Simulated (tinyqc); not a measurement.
Worked calculation: vacuum evaporation: vapour pressure, source flux, thickness distribution, purity and step coverage. Computed by tinyqc, a small Python program that keeps every step. Command: `OMP_NUM_THREADS=1 python tinyqc.py 3111907 3111908 out.jsonl evap walk`. One thread of a shared host (Intel(R) Xeon(R) Processor @ 2.30GHz), about 0.01 s of CPU time with the checks. Intermediate numbers are printed to about 6 digits and carried at full precision; extremes and crossings named in words are read from the listed rows.

Molecular flow, unit sticking of the metal, no re-evaporation. The background gas is taken as water vapour (18.015 g/mol, collision diameter 0.37 nm) at 300 K.

Inputs (values chosen for the exercise, modelled on germanium, with constants for the liquid):

| quantity | value | unit |
|---|---|---|
| molar mass M | 72.63 | g/mol |
| film density rho | 5.32 | g/cm^3 |
| vapour-pressure constant A | 10.63 | - |
| vapour-pressure constant B | 17530 | K |
| source temperature T | 1660 | K |
| source area | 6.4 | cm^2 |
| directionality n | 1 | - |
| source-to-wafer distance h | 49 | cm |
| wafer radius R | 15 | cm |
| source offset from the axis s/h | 0.54 | - |
| background pressure p | 5e-06 | Pa |
| sticking of background gas | 0.8 | - |
| aspect ratio of a trench | 0.35 | - |

Constants: u = 1.6605390666e-27 kg; k_B = 1.380649e-23 J/K; R = 8.314462618 J/(mol K).

## Vapour pressure and flux

log10(p_v/Pa) = A - B/T; flux from the surface Phi = p_v/sqrt(2 pi m k_B T), m = M u. Mass loss = Phi x area x m; heat of evaporation = ln(10) R B; d ln Phi/dT = ln(10) B/T^2 - 1/(2 T).

vapour pressure p_v = 1.17425 Pa

flux Phi = 8.91027e+17 1/(cm^2 s)

mass loss = 2.47593 g/h

heat of evaporation = 335.608 kJ/mol

change of flux per kelvin = 1.43469 %/K

Holding the rate to 1 % needs the temperature to about 0.70 K.

## Rate and uniformity on a fixed wafer above the source

A small source emits (n + 1) Phi area cos^n(phi)/(2 pi) per solid angle; on a parallel plane at height h and lateral distance l the arrival rate is (n + 1) Phi area/(2 pi h^2) x (1 + (l/h)^2)^(-(n + 3)/2). Growth rate = arrival rate x m/rho, m = M u. The wafer is fixed and centred above the source.

arrival rate at the centre = 7.56012e+14 1/(cm^2 s)

growth rate at the centre = 0.171389 nm/s

edge over centre = 0.835978

non-uniformity (max - min)/(max + min) = 8.93376 %

share of the material that lands on the wafer, 1 - (1 + (R/h)^2)^(-(n + 1)/2) = 8.56816 %

## Offset source and rotation

Rotating wafer, source offset by s and facing upwards: thickness at radius r is the mean over the angle a of (1 + (r^2 + s^2 - 2 r s cos a)/h^2)^(-(n + 3)/2), by 360 equal steps; non-uniformity (max - min)/(max + min) over 21 radii from 0 to R.

centre thickness relative to an axial source = 0.599438

edge over centre, rotating = 0.949214

non-uniformity, rotating = 2.60548 %

## Choosing the offset

The curvature at the centre vanishes at s/h = sqrt(2/(n + 3)).

Against the offset:

| s/h | centre thickness | edge over centre | non-uniformity (%) |
|---|---|---|---|
| 0.0 | 1.00000 | 0.83598 | 8.93376 |
| 0.2 | 0.92456 | 0.85646 | 7.73203 |
| 0.4 | 0.74316 | 0.90754 | 4.84718 |
| 0.5 | 0.64000 | 0.93741 | 3.23078 |
| 0.6 | 0.54066 | 0.96629 | 1.71443 |
| 0.7 | 0.45043 | 0.99212 | 0.39565 |
| 0.8 | 0.37180 | 1.01373 | 0.68162 |
| 0.9 | 0.30524 | 1.03075 | 1.51435 |
| 1.1 | 0.20475 | 1.05227 | 2.54690 |

The best row, s/h = 0.7, has 0.40 % against 8.9 % on the axis, at the price of a rate lower by a factor 2.22; the small-wafer optimum is sqrt(2/(n + 3)) = 0.71.

## Scattering and purity

Mean free path lambda = k_B T_g/(sqrt2 pi d^2 p); unscattered share exp(-h/lambda); gas arrival p/sqrt(2 pi m_g k_B T_g); impurity ratio = sticking x gas arrival/metal arrival; monolayer time = 1e15 cm^-2/(sticking x gas arrival).

mean free path = 1361.97 m

unscattered share = 0.999640

gas arrival rate = 1.79199e+13 1/(cm^2 s)

impurity ratio = 0.0189626

monolayer time = 69.7548 s

## A trench at the wafer edge

Fixed wafer, axial point source, trench running tangentially at r = R: the beam arrives at tan(a) = R/h. Shadowed share of the floor = aspect ratio x tan(a) (at most 1); the wall facing the source grows at tan(a) times the field rate, the other wall not at all.

angle a = 17.0205 degrees

shadowed share of the floor = 0.107143

wall over field thickness = 0.306122

Checks made by the program: share on the wafer by quadrature (relative difference 5e-09).
